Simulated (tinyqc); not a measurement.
# Resistance of a tapered via with liner, size effect and interface, step by step

Numbers from tinyqc (`OMP_NUM_THREADS=1 python tinyqc.py 2750145 2750146 out.jsonl`; about 0.01 s on one thread of a shared Intel Xeon 2.30GHz). Printed values are rounded.

A round via whose diameter grows from db at the bottom as D(z) = db + 2 z/tan(ang). The fill, of diameter D - 2 tl, starts above the bottom liner (thickness fb tl) and has rho = rho0 (1 + ks lam/(D - 2 tl)); the sidewall liner conducts in parallel with it. The bottom liner and the interface are crossed over the full area pi db^2/4. Spreading in the lines above and below is left out.

Values chosen for this exercise; fill metal close to ruthenium: diameter at the bottom db = 19 nm; height hv = 65 nm; sidewall angle ang = 89 degrees; bulk resistivity of the fill rho0 = 7.69 uohm cm; mean free path of the fill lam = 6.7 nm; size-effect factor ks = 1.5; liner on the sidewall tl = 0.5 nm; liner at the bottom over that on the sidewall fb = 0.5; resistivity of the liner rl = 300 uohm cm; interface resistivity at the bottom ri = 5.3e-12 ohm cm^2; ballistic conductance per area, about 3/(4 rho0 lam) Sb = 1.5e15 S/m^2.

## Slices of the via

Slices between z0 = fb tl and hv, evaluated at their midpoints: conductance per length pi/4 [(D - 2 tl)^2/rho + (D^2 - (D - 2 tl)^2)/rl], slice resistance = slice height over that. 8 slices.

| slice | z (nm) | D (nm) | rho (uohm cm) | slice resistance (ohm) |
|---|---|---|---|---|
| 0 | 4.296875 | 19.15000 | 11.94810 | 3.720927 |
| 1 | 12.39062 | 19.43256 | 11.88283 | 3.588356 |
| 2 | 20.48438 | 19.71511 | 11.81952 | 3.462595 |
| 3 | 28.57812 | 19.99767 | 11.75810 | 3.343193 |
| 4 | 36.67188 | 20.28022 | 11.69849 | 3.229736 |
| 5 | 44.76562 | 20.56277 | 11.64059 | 3.121841 |
| 6 | 52.85938 | 20.84533 | 11.58434 | 3.019156 |
| 7 | 60.95312 | 21.12788 | 11.52967 | 2.921356 |

## Total resistance

R_fill = sum of the slices; R_bottom = rl fb tl/(pi db^2/4); R_interface = ri/(pi db^2/4); ballistic (Sharvin) limit 1/(Sb pi (db - 2 tl)^2/4); ideal cylinder rho0 hv/(pi db^2/4).

parts (ohm): fill 26.40716, bottom liner 2.645235, interface 1.869299
R = 30.92169 ohm
shares (%): fill 85.40011, bottom liner 8.55462, interface 6.04527
ballistic limit = 2.619834 ohm
ideal cylinder = 17.62961 ohm

The fill is the largest part, and R is 1.75 times the ideal cylinder. With 2000 slices R = 30.924 ohm.
